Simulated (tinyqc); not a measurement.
## Vertical double-diffused power MOSFET, components of the on-resistance: On-resistance against the rated breakdown voltage of the drift layer

Stripe cells of pitch Wp + a, two channels a cell. Current flows through the channels, spreads in the accumulation layer, passes the gap between the p bodies and spreads at 45 degrees into the drift layer below them. Low drain voltage, full ionisation.

Triangular field at breakdown with Ec = Kc N^(1/8): BV = eps0 eps_r Ec^2/(2 q N), so N = (eps0 eps_r Kc^2/(2 q BV))^(4/3); W = 2 BV/Ec; mu = mud (T/300 K)^(-bt); rho = 1/(q mu N); ideal resistance rho W. Pitch p = Wp + a, Cox = 3.9 eps0/tox; zero-bias depletion in the gap w0 = sqrt(2 eps0 eps_r Vbi/(q N Nj)), open gap g = a - 2 w0; R_ch = Lc p/(2 mch Cox Vov); R_acc = 0.6 a p/(4 mac Cox Vov), 0.6 being an empirical factor for current leaving the layer along its length; R_gap = (rho/Nj) xp p/g; spreading depth t = min(W, (p - g)/2); R_drift = (rho p/2) ln((g + 2 t)/g) + rho (W - t); R_on = the sum with Rs.

Values chosen for this exercise; bulk values close to those of gallium nitride: temperature T = 300 K; relative permittivity eps_r = 9.38; critical-field constant Kc = 25900 V/cm per (cm^-3)^(1/8); drift mobility at 300 K mud = 910 cm^2/(V s); temperature exponent of the drift mobility bt = 2.2; gate oxide thickness (eps_r 3.9) tox = 51 nm; gate overdrive Vov = 7 V; channel mobility mch = 28 cm^2/(V s); accumulation-layer mobility mac = 66 cm^2/(V s); channel length Lc = 0.7 um; width of the p body in one cell, channels included Wp = 2.8 um; gap between neighbouring p bodies a = 2.2 um; depth of the p body xp = 1.9 um; doping of the gap over the drift doping Nj = 2; built-in voltage of the body junction Vbi = 3.09 V; substrate and contact resistance Rs = 0.45 mohm cm^2.

Constants: q = 1.602176634e-19 C, eps0 = 8.8541878128e-14 F/cm where lengths are in cm. Results are converted to the units shown.

The same in every row: R_ch (mohm cm^2) = 1.3187; R_acc (mohm cm^2) = 0.52747.

On-resistance against the rated breakdown voltage of the drift layer:

| BV (V) | R_gap (mohm cm^2) | R_drift (mohm cm^2) | R_on (mohm cm^2) | ideal (mohm cm^2) | largest term |
|---|---|---|---|---|---|
| 300 | 0.016034 | 0.016841 | 2.3290 | 0.011388 | channel |
| 490 | 0.032436 | 0.050306 | 2.3789 | 0.038829 | channel |
| 800 | 0.067171 | 0.15722 | 2.5205 | 0.13225 | channel |
| 1300 | 0.14351 | 0.50165 | 2.9413 | 0.44516 | channel |
| 2100 | 0.32431 | 1.6113 | 4.2318 | 1.4764 | drift |
| 3500 | 0.89636 | 5.6753 | 8.8678 | 5.2946 | drift |
| 5600 | 3.4115 | 18.360 | 24.067 | 17.145 | drift |

What does the table show?

R_on rises from 2.33 to 24.1 mohm cm^2. The channel term is the largest at BV = 300, the drift term from 2100 on. R_on is 205 times the ideal drift resistance in the first row and 1.40 times in the last. The ideal resistance goes as BV^(2.50), and R_on as BV^(2.12) between the last two rows.

Computed by the program tinyqc: `OMP_NUM_THREADS=1 python tinyqc.py 2230011 2230012 out.jsonl`, one thread of a shared Intel Xeon 2.30GHz, about 0.01 s for the whole run.
